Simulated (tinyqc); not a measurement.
Mass anisotropy: shallow donor in an anisotropic valley (effective-mass theory).

One valley: H = -c [(d2/dx2 + d2/dy2)/mt + (d2/dz2)/ml] - q/(eps r), c = hbar^2/2m0, q = e^2/(4 pi eps0). Trial function exp(-sqrt((x^2 + y^2)/a^2 + z^2/b^2)) with a > b: T = (c/3)(2/(mt a^2) + 1/(ml b^2)), V = -(q/eps) atan(u/b)/u, u = sqrt(a^2 - b^2). The central cell of the impurity is left out.

Constants: hbar^2/2m0 = 3.80998211 eV angstrom^2; e^2/(4 pi eps0) = 14.39964547 eV angstrom; Ry = 13.60569312 eV; a0 (Bohr radius) = 0.5291772105 angstrom.

Inputs chosen for the exercise (out of a larger set: near those of a group-V donor in Si; not measured data):
- mt = 0.186 m0 (transverse mass)
- eps = 11.3 (dielectric constant)
- xs = (1.6, 2.1, 2.8, 4.8, 9.9, 26, 34, 100) (ratios ml/mt)

mt and eps fixed, ml varied. Energies in units of Ry*(mt) = Ry mt/eps^2 and lengths in a*(mt) = a0 eps/mt; the last two columns use one mass, 3/(1/ml + 2/mt) or (ml mt^2)^(1/3).

Results:
```
ml/mt   a/a*    b/a  binding  conductivity mass  density-of-states mass
1.60   0.908  0.846    1.162              1.143                   1.170
2.10   0.862  0.768    1.259              1.212                   1.281
2.80   0.818  0.694    1.364              1.273                   1.409
4.80   0.749  0.575    1.565              1.358                   1.687
9.90   0.675  0.447    1.835              1.428                   2.147
26.0   0.602  0.321    2.181              1.472                   2.962
34.0   0.586  0.293    2.272              1.478                   3.240
100    0.536  0.203    2.605              1.493                   4.642
```

The binding grows from 1.16 to 2.60 Ry*(mt); for ml going to infinity the exact problem becomes two-dimensional, with 4 Ry*. The conductivity mass saturates at 1.5 and underbinds, by 13 % at ml/mt = 4.8; the density-of-states mass errs by +8 % there and by +78 % in the last row. With these mt and eps one unit is 19.82 meV.

tinyqc: `OMP_NUM_THREADS=1 python tinyqc.py 1280203 1280204 out.jsonl`; about 0.01 s, one thread, shared Intel(R) Xeon(R) Processor @ 2.30GHz.
